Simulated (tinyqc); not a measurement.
# Metal-interlayer-semiconductor contact, depinning against tunnelling resistance: contact resistivity against the interlayer thickness

Zero bias, n-type semiconductor. Gap states at the semiconductor surface thin out as exp(-be ti), which unpins the barrier; electrons must then cross the interlayer (a rectangular barrier, no voltage drop across it) and the parabolic depleted layer, both by WKB. Energies E are counted from the Fermi level; no image force, parabolic bands.

S = 1/(1 + (1/S0 - 1) exp(-be ti)); phiB = S (phiM - chi) + (1 - S)(Eg - E0); xi = Ec - EF deep inside, from Nd = Nc F(-xi/Vt), F(x) = (2/sqrt(pi)) int_0^infinity sqrt(u) du/(1 + exp(u - x)); band bending U = phiB - xi; E00 = (hbar/2) sqrt(Nd/(eps0 eps_r mt m0)) in volts; A = 4 pi q mA m0 kB^2/h^3. With U = phiB - xi: for xi < E < phiB, y = (E - xi)/U and G1 = (U/E00) [sqrt(1 - y) - y ln((1 + sqrt(1 - y))/sqrt(y))], G1 = 0 above phiB; G2 = 2 ti sqrt(mi max(phiB + dE - E, 0)/C), C = hbar^2/(2 m0); f = 1/(1 + exp(E/Vt)); 1/rho_c = (A T^2/Vt^2) times the integral of exp(-G1 - G2) f over E from xi upwards. Shares under 0.001 % are printed as 0; rows without band bending are left out.

Values chosen for this exercise; semiconductor values close to those of silicon; interlayer mass of the order of that in titanium dioxide, offset chosen freely: temperature T = 300 K; band gap Eg = 1.15 eV; relative permittivity eps_r = 11.5; electron affinity chi = 3.94 eV; conduction-band density of states at T Nc = 2.8e19 cm^-3; tunnelling mass in the semiconductor mt = 0.195 m0; Richardson mass mA = 2.11 m0; donor density Nd = 6.7e19 cm^-3; charge-neutrality level above the valence band E0 = 0.37 eV; pinning factor without interlayer S0 = 0.27; metal work function phiM = 4.09 eV; conduction-band offset of the interlayer above the semiconductor dE = 0.11 eV; tunnelling mass in the interlayer mi = 0.3 m0; decay constant of gap states through the interlayer be = 2.8 1/nm.

Constants: q = 1.602176634e-19 C, kB = 1.380649e-23 J/K, eps0 = 8.8541878128e-12 F/m, hbar = 1.054571817e-34 J s, h = 6.62607015e-34 J s, m0 = 9.1093837015e-31 kg, Vt = kB T/q, hbar^2/(2 m0) = 0.0380998212 eV nm^2. Results are converted to the units shown.

The same in every row: E00/Vt = 3.93.

Result of one run:
```
ti (nm)      S  phiB (eV)  rho_c (ohm cm^2)  rho_c with G2 = 0 (ohm cm^2)  peak of the integrand (eV)  share above phiB (%)
2.4      0.997      0.152           1.17e-6                       1.88e-9                      0.0166                  11.9
```

What becomes of these results when the interlayer thickness ti is changed from 2.4 to 2 nm, all else the same?

Result of the changed run:
```
ti (nm)      S  phiB (eV)  rho_c (ohm cm^2)  rho_c with G2 = 0 (ohm cm^2)  peak of the integrand (eV)  share above phiB (%)
2        0.990      0.156           4.66e-7                       1.95e-9                      0.0114                  5.90
```

The whole series:
```
ti (nm)      S  phiB (eV)  rho_c (ohm cm^2)  rho_c with G2 = 0 (ohm cm^2)  peak of the integrand (eV)  share above phiB (%)
0        0.270      0.610           1.15e-7                       1.15e-7                     0.00132                     0
0.4      0.531      0.445           1.29e-7                       2.51e-8                     0.00135                     0
0.8      0.776      0.291           9.83e-8                       6.22e-9                     0.00147                0.0327
1.2      0.914      0.204           1.11e-7                       2.92e-9                     0.00326                 0.593
1.6      0.970      0.169           2.00e-7                       2.16e-9                     0.00680                  2.49
2        0.990      0.156           4.66e-7                       1.95e-9                      0.0114                  5.90
2.4      0.997      0.152           1.17e-6                       1.88e-9                      0.0166                  11.9
2.8      0.999      0.151           2.85e-6                       1.86e-9                      0.0225                  22.6
3.2       1.00      0.150           6.17e-6                       1.86e-9                       0.260                  39.8
```

As ti goes from 0 to 3.2, phiB falls from 0.610 to 0.150 eV and rho_c moves up and down between 9.83e-8 and 6.17e-6 ohm cm^2. At ti = 0.8 nm rho_c is 1.17 times lower than without interlayer, although thinner layers first raise it; beyond that thickness tunnelling through the layer dominates. The ratio of rho_c to its value with G2 = 0 runs from 1.00 to 3320.

Range of the model: The depletion charge would drop about 0.079 V across such an interlayer (eps_r near 40) at ti = 1.2 nm and Nd = 6.7e19 cm^-3, against a band bending of 0.25 V; this model leaves that drop out.

Numbers from tinyqc (`OMP_NUM_THREADS=1 python tinyqc.py 2270156 2270157 out.jsonl`; about 0.04 s on one thread of a shared Intel Xeon 2.30GHz).
